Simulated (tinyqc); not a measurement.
Comparisons within one model: exciton in an atomically thin sheet (Rytova-Keldysh potential). A value that a table varies takes the place of the one given here.

Relative motion in the plane with V(k) = -2 pi q/(k (kap + r0 k)), q = e^2/(4 pi eps0), c = hbar^2/2m0. Normalised Gaussians exp(-a_i r^2): with A = a_i + a_j, S_ij = 2 sqrt(a_i a_j)/A, T_ij = (4c/mu)(a_i a_j/A) S_ij, V_ij = -q S_ij times the integral over k from 0 to infinity of exp(-k^2/4A)/(kap + r0 k).

Converged values use 20 Gaussians with exponents 2^i/b^2, i = -11 to 8, b the larger of a0 kap/(2 mu) and sqrt(a0 r0/mu), a0 = 0.5291772 angstrom; p states use r exp(i theta) exp(-a r^2).

Constants: hbar^2/2m0 = 3.80998211 eV angstrom^2; e^2/(4 pi eps0) = 14.39964547 eV angstrom; Ry = 13.60569312 eV.

Values chosen for the exercise (near those of a MoSe2 monolayer; the results hold for these values, not for the real material): r0 = 48.7 angstrom (screening length of the sheet); kaps = (1, 1.5, 2.45, 3.5, 4.5, 7, 12) (surroundings); me = 0.569 m0 (electron mass); mh = 0.569 m0 (hole mass); kap = 5.3 (mean dielectric constant of the surroundings); Eg = 1.803 eV (gap, in these surroundings).

## Dielectric surroundings

mu = 0.284500 m0

Converged 1s and 2s bindings; the hydrogen value is 4 Ry mu/kap^2.

Bindings (meV):

| kap | 1s | 2s | 2s line - 1s line | hydrogen 1s | 1s/2s |
|---|---|---|---|---|---|
| 1.00 | 509.1 | 247.5 | 261.6 | 15483 | 2.06 |
| 1.50 | 409.2 | 174.4 | 234.8 | 6881 | 2.35 |
| 2.45 | 298.7 | 104.4 | 194.3 | 2579 | 2.86 |
| 3.50 | 227.7 | 67.2 | 160.5 | 1264 | 3.39 |
| 4.50 | 183.2 | 47.5 | 135.7 | 765 | 3.86 |
| 7.00 | 117.8 | 24.3 | 93.5 | 316 | 4.85 |
| 12.0 | 61.0 | 9.8 | 51.2 | 108 | 6.23 |

The 1s binding falls by a factor 8.3 where the hydrogen model gives 144; the local exponent d ln E/d ln kap moves from -0.54 to -1.22, towards -2. The ratio 1s/2s climbs from 2.1 to 6.2, towards the hydrogen value 9, as r0/kap shrinks from 48.7 to 4.1 angstrom.

## What each parameter does

1/mu = 1/me + 1/mh; converged values. Eg is held fixed when kap or r0 changes: the shrinking of the gap by stronger screening, which offsets most of the shift of the 1s line, is left out. Each row changes one parameter from the base and keeps the others.

Results:

| case | 1s binding (meV) | 2s - 1s (meV) | 2s - 2p (meV) | 1s line (eV) |
|---|---|---|---|---|
| base | 157.0 | 119.7 | 11.1 | 1.646 |
| me = 0.683 m0 | 163.8 | 123.9 | 11.9 | 1.639 |
| mh = 0.455 m0 | 148.2 | 114.0 | 10.0 | 1.655 |
| kap = 6.89 | 119.8 | 94.9 | 6.8 | 1.683 |
| r0 = 39 angstrom | 175.5 | 136.1 | 11.4 | 1.627 |
| Eg = 1.89 eV | 157.0 | 119.7 | 11.1 | 1.733 |

The largest shifts from the base row, up to three for each result and ties (the steps differ in size, so this ranks the rows, not the parameters). 1s binding (meV): kap -37.2, r0 +18.5, mh -8.9; unchanged at the printed digits by Eg. 2s - 1s (meV): kap -24.7, r0 +16.4, mh -5.7; unchanged at the printed digits by Eg. 2s - 2p (meV): kap -4.3, mh -1.1, me +0.8; unchanged at the printed digits by Eg. 1s line (eV): Eg +0.087, kap +0.037, r0 -0.018.

Computed by tinyqc, a small Python program: `OMP_NUM_THREADS=1 python tinyqc.py 1251709 1251710 out.jsonl` (the numbers bound the seed that draws the inputs); one thread of a shared host (Intel(R) Xeon(R) Processor @ 2.30GHz), about 0.02 s for the whole set of steps.
